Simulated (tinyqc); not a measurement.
From results back to parameters: Kronig-Penney superlattice by transfer matrices. Four cases, with inputs chosen for the exercise.

Problem. The bottom of the first miniband was computed from a hidden barrier width b.

Wells (width a, potential 0, mass mw) alternate with barriers (width b, height V0, mass mb); period d = a + b; c = hbar^2/2m0. The vector (psi, psi'/m) is continuous, and a layer of thickness t carries it by M = [[cos kt, (m/k) sin kt], [-(k/m) sin kt, cos kt]] with k = sqrt(m (E - V)/c); for E < V, k = i kappa gives [[cosh, (m/kappa) sinh], [(kappa/m) sinh, cosh]] of kappa t. A Bloch state obeys cos(q d) = tr(Mb Mw)/2.

Constants: hbar^2/2m0 = 3.80998211 eV angstrom^2.

Case 1.

Values chosen (near those of an InGaAs superlattice with barriers of InP; not measured data): a = 139 angstrom (well width); V0 = 0.25 eV (barrier height); mw = 0.041 m0 (mass in the wells); mb = 0.0768 m0 (mass in the barriers).

bottom of band 1 = 0.0236629 eV

Case 2.

Values chosen (near those of an InGaAs superlattice with barriers of InP; not measured data): a = 148 angstrom (well width); V0 = 0.238 eV (barrier height); mw = 0.0411 m0 (mass in the wells); mb = 0.0806 m0 (mass in the barriers).

bottom of band 1 = 0.0207712 eV

Case 3.

Values chosen (near those of a strained Si superlattice with barriers of SiGe; not measured data): a = 31 angstrom (well width); V0 = 0.19 eV (barrier height); mw = 0.921 m0 (mass in the wells); mb = 0.965 m0 (mass in the barriers).

bottom of band 1 = 0.0237871 eV

Case 4.

Values chosen (near those of a GaAs superlattice with barriers of AlGaAs; not measured data): a = 98 angstrom (well width); V0 = 0.178 eV (barrier height); mw = 0.0682 m0 (mass in the wells); mb = 0.0853 m0 (mass in the barriers).

bottom of band 1 = 0.0236126 eV

Find: k; kappa; tanh(kappa b/2); b.

Solution. At q = 0 the lowest state is even about the centres of well and barrier: cos(kz) joins cosh, so (k/mw) tan(k a/2) = (kappa/mb) tanh(kappa b/2), which gives b.

Case 1.

k = 0.01596 1/angstrom
kappa = 0.06755 1/angstrom
tanh(kappa b/2) = 0.8893
b = 42.0 angstrom

Case 2.

k = 0.01497 1/angstrom
kappa = 0.06779 1/angstrom
tanh(kappa b/2) = 0.8673
b = 39.0 angstrom

Case 3.

k = 0.07583 1/angstrom
kappa = 0.20518 1/angstrom
tanh(kappa b/2) = 0.9277
b = 16.0 angstrom

Case 4.

k = 0.02056 1/angstrom
kappa = 0.05879 1/angstrom
tanh(kappa b/2) = 0.6924
b = 29.0 angstrom

Computed by tinyqc, one run a case: `OMP_NUM_THREADS=1 python tinyqc.py N N+1 out.jsonl` with N = 1252231, 1252255, 1252322, 1252326; one thread of a shared Intel(R) Xeon(R) Processor @ 2.30GHz, about 0.08 s a run at most.
